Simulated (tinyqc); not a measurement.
RKS/exchange-only LDA in the 6-31g basis, for He, spin multiplicity 1, step by step. Computed by tinyqc, a small Python program that keeps every step (integrals from PySCF). Settings: charge = 0, multiplicity = 1, basis = 6-31g, energy threshold = 1e-09, iteration cap = 74, orthogonalisation = symmetric, start = core, DIIS depth = 0, method = RKS, functional = Slater exchange alone, grid = [40, 86]. Command: `OMP_NUM_THREADS=1 python tinyqc.py 31233 31234 out.jsonl` (the two numbers bound the seeds that draw the settings). One thread of a shared host (Intel(R) Xeon(R) Processor @ 2.60GHz), about 0.06 s of CPU time with the checks. Later iterations appear only in the table of the cycle.

## One-electron integrals

Geometry (angstrom):
```
atom,x,y,z
He,0.000000,0.000000,0.000000
```

Basis 6-31g: exponents (1/bohr^2) and contraction coefficients of normalised primitives:
```
element,l (shell),exponent,coefficient
He,s (1),38.421634,0.040140
He,s (1),5.778030,0.261246
He,s (1),1.241774,0.793185
He,s (2),0.297964,1.000000
```

Overlap, kinetic and nuclear-attraction integrals over the contracted functions; the nuclear repulsion is the sum of Za Zb / Rab.

nuclear repulsion = 0 hartree

overlap S:
```
,1He 1s,1He 2s
1He 1s,1.000000,0.634148
1He 2s,0.634148,1.000000
```

kinetic energy T (hartree):
```
,1He 1s,1He 2s
1He 1s,2.925655,0.467227
1He 2s,0.467227,0.446946
```

nuclear attraction V (hartree):
```
,1He 1s,1He 2s
1He 1s,-4.805281,-2.013636
1He 2s,-2.013636,-1.742136
```

core Hamiltonian H = T + V (hartree):
```
,1He 1s,1He 2s
1He 1s,-1.879626,-1.546409
1He 2s,-1.546409,-1.295190
```

## Two-electron integrals

Functions are numbered as in S; the eight-fold symmetry (ij|kl) = (ji|kl) = (kl|ij) leaves the list below.

Two-electron integrals (ij|kl) in chemists' order, unique and non-zero (hartree):
```
i,j,k,l,(ij|kl)
1,1,1,1,1.543936
2,1,1,1,0.785447
2,1,2,1,0.427025
2,2,1,1,0.803952
2,2,2,1,0.476190
2,2,2,2,0.615938
```

## Orthogonalisation

S = U s U^T; symmetric (Loewdin) form X = U s^(-1/2) U^T, so that X^T S X = 1.

eigenvalues of S: 0.365852  1.634148

X:
```
,1He 1s,1He 2s
1He 1s,1.217774,-0.435508
1He 2s,-0.435508,1.217774
```

## Starting guess

The start is the orbitals of the core Hamiltonian; D = 2 C_occ C_occ^T.

D at the start:
```
,1He 1s,1He 2s
1He 1s,1.193605,0.482210
1He 2s,0.482210,0.194810
```

## Iteration 1: exchange-correlation on the grid

Becke grid with 40 radial and 86 angular points per atom, points of zero weight dropped. rho = sum D_ij phi_i phi_j; V_xc,ij = sum w v_xc phi_i phi_j; v_xc is d(rho eps)/d rho.

The 16 grid points with the largest w rho, of 3440 (bohr, atomic units):
```
x,y,z,w,rho,eps_xc,v_xc
0.407340,0.407340,0.407340,0.008877,0.295560,-0.491964,-0.655952
-0.407340,0.407340,-0.407340,0.008877,0.295560,-0.491964,-0.655952
-0.407340,-0.407340,-0.407340,0.008877,0.295560,-0.491964,-0.655952
0.407340,0.407340,-0.407340,0.008877,0.295560,-0.491964,-0.655952
0.407340,-0.407340,-0.407340,0.008877,0.295560,-0.491964,-0.655952
-0.407340,-0.407340,0.407340,0.008877,0.295560,-0.491964,-0.655952
0.407340,-0.407340,0.407340,0.008877,0.295560,-0.491964,-0.655952
-0.407340,0.407340,0.407340,0.008877,0.295560,-0.491964,-0.655952
-0.489890,0.489890,0.133391,0.008827,0.295560,-0.491964,-0.655952
0.133391,0.489890,-0.489890,0.008827,0.295560,-0.491964,-0.655952
-0.133391,-0.489890,0.489890,0.008827,0.295560,-0.491964,-0.655952
0.489890,-0.489890,0.133391,0.008827,0.295560,-0.491964,-0.655952
-0.489890,0.489890,-0.133391,0.008827,0.295560,-0.491964,-0.655952
0.489890,-0.133391,0.489890,0.008827,0.295560,-0.491964,-0.655952
-0.133391,0.489890,0.489890,0.008827,0.295560,-0.491964,-0.655952
-0.489890,-0.133391,0.489890,0.008827,0.295560,-0.491964,-0.655952
```

electrons on the grid, sum of w rho = 2.000000

E_xc = sum of w rho eps_xc = -1.06972095 hartree

V_xc (hartree):
```
,1He 1s,1He 2s
1He 1s,-0.826546,-0.390318
1He 2s,-0.390318,-0.324900
```

## Iteration 1: building the Kohn-Sham matrix

J_ij = sum D_kl (ij|kl); F = H + J + V_xc; E = tr D H + tr D J / 2 + E_xc + E_nn.

Coulomb J (hartree):
```
,1He 1s,1He 2s
1He 1s,2.756968,1.442112
1He 2s,1.442112,1.538839
```

Kohn-Sham matrix F (hartree):
```
,1He 1s,1He 2s
1He 1s,0.050796,-0.494615
1He 2s,-0.494615,-0.081251
```

total energy of this density = -2.56629900 hartree

## Iteration 1: diagonalisation and new density

Diagonalise F' = X^T F X, C = X C', fill 1 alpha and 1 beta electrons from the bottom; D = 2 C_occ C_occ^T. Each column has its largest component positive (the first on a tie).

F' = X^T F X (hartree):
```
,1,2
1,0.584558,-0.811162
2,-0.811162,0.413780
```

orbital energies (hartree): MO1 -0.316475, MO2 1.314813

coefficients C:
```
,MO1,MO2
1He 1s,0.491108,1.196434
1He 2s,0.613662,-1.138446
```

D after iteration 1:
```
,1He 1s,1He 2s
1He 1s,0.482374,0.602749
1He 2s,0.602749,0.753163
```

## Iteration 2: exchange-correlation on the grid

As before.

The 16 grid points with the largest w rho, of 3440 (bohr, atomic units):
```
x,y,z,w,rho,eps_xc,v_xc
-0.561413,-0.561413,-0.561413,0.021112,0.110884,-0.354820,-0.473093
0.561413,0.561413,0.561413,0.021112,0.110884,-0.354820,-0.473093
-0.561413,0.561413,-0.561413,0.021112,0.110884,-0.354820,-0.473093
-0.561413,0.561413,0.561413,0.021112,0.110884,-0.354820,-0.473093
0.561413,-0.561413,-0.561413,0.021112,0.110884,-0.354820,-0.473093
0.561413,0.561413,-0.561413,0.021112,0.110884,-0.354820,-0.473093
-0.561413,-0.561413,0.561413,0.021112,0.110884,-0.354820,-0.473093
0.561413,-0.561413,0.561413,0.021112,0.110884,-0.354820,-0.473093
-0.675186,-0.183844,0.675186,0.020993,0.110884,-0.354820,-0.473093
0.675186,0.183844,-0.675186,0.020993,0.110884,-0.354820,-0.473093
0.675186,-0.183844,-0.675186,0.020993,0.110884,-0.354820,-0.473093
0.675186,-0.675186,-0.183844,0.020993,0.110884,-0.354820,-0.473093
0.675186,-0.675186,0.183844,0.020993,0.110884,-0.354820,-0.473093
0.183844,0.675186,0.675186,0.020993,0.110884,-0.354820,-0.473093
0.183844,-0.675186,0.675186,0.020993,0.110884,-0.354820,-0.473093
-0.183844,0.675186,-0.675186,0.020993,0.110884,-0.354820,-0.473093
```

electrons on the grid, sum of w rho = 2.000000

E_xc = sum of w rho eps_xc = -0.79455924 hartree

V_xc (hartree):
```
,1He 1s,1He 2s
1He 1s,-0.732385,-0.366975
1He 2s,-0.366975,-0.350178
```

## Iteration 2: building the Kohn-Sham matrix

As before.

Coulomb J (hartree):
```
,1He 1s,1He 2s
1He 1s,2.297115,1.252305
1He 2s,1.252305,1.425752
```

Kohn-Sham matrix F (hartree):
```
,1He 1s,1He 2s
1He 1s,-0.314896,-0.661079
1He 2s,-0.661079,-0.219616
```

total energy of this density = -2.69515136 hartree

## Iteration 2: diagonalisation and new density

As before.

F' = X^T F X (hartree):
```
,1,2
1,0.192572,-0.822270
2,-0.822270,0.315798
```

orbital energies (hartree): MO1 -0.570390, MO2 1.078760

coefficients C:
```
,MO1,MO2
1He 1s,0.596466,-1.147550
1He 2s,0.509052,1.188910
```

D after iteration 2:
```
,1He 1s,1He 2s
1He 1s,0.711543,0.607264
1He 2s,0.607264,0.518267
```

## Iteration 13 (converged): orbitals

converged F (hartree):
```
,1He 1s,1He 2s
1He 1s,-0.216792,-0.615881
1He 2s,-0.615881,-0.182395
```

As before.

F' = X^T F X (hartree):
```
,1,2
1,0.297175,-0.818439
2,-0.818439,0.341660
```

orbital energies (hartree): MO1 -0.499323, MO2 1.138159

coefficients C:
```
,MO1,MO2
1He 1s,0.568975,-1.161425
1He 2s,0.537213,1.176454
```

D after iteration 13:
```
,1He 1s,1He 2s
1He 1s,0.647466,0.611322
1He 2s,0.611322,0.577196
```

## Convergence

Stop when the energy changes by less than 1e-09 hartree and every element of the error matrix X^T (F D S - S D F) X is below 9e-06.

Course of the cycle:
```
iteration,E (hartree),change,largest element of the error matrix
1,-2.56629900,-,7.84e-01
2,-2.69515136,-1.29e-01,2.95e-01
3,-2.71210856,-1.70e-02,1.06e-01
4,-2.71430048,-2.19e-03,3.91e-02
5,-2.71459589,-2.95e-04,1.43e-02
6,-2.71463529,-3.94e-05,5.22e-03
7,-2.71464057,-5.28e-06,1.91e-03
8,-2.71464127,-7.06e-07,6.98e-04
9,-2.71464137,-9.44e-08,2.55e-04
10,-2.71464138,-1.26e-08,9.34e-05
11,-2.71464138,-1.69e-09,3.42e-05
12,-2.71464138,-2.26e-10,1.25e-05
13,-2.71464138,-3.03e-11,4.57e-06
```

PySCF RKS in the same basis, fine grid = -2.71464138 hartree

Converged in 13 iterations.

## Populations

Mulliken: Z minus the diagonal of D S on the atom; Loewdin: the same with S^(1/2) D S^(1/2).

Charges (e):
```
atom,Mulliken,Loewdin
1He,0,0
```
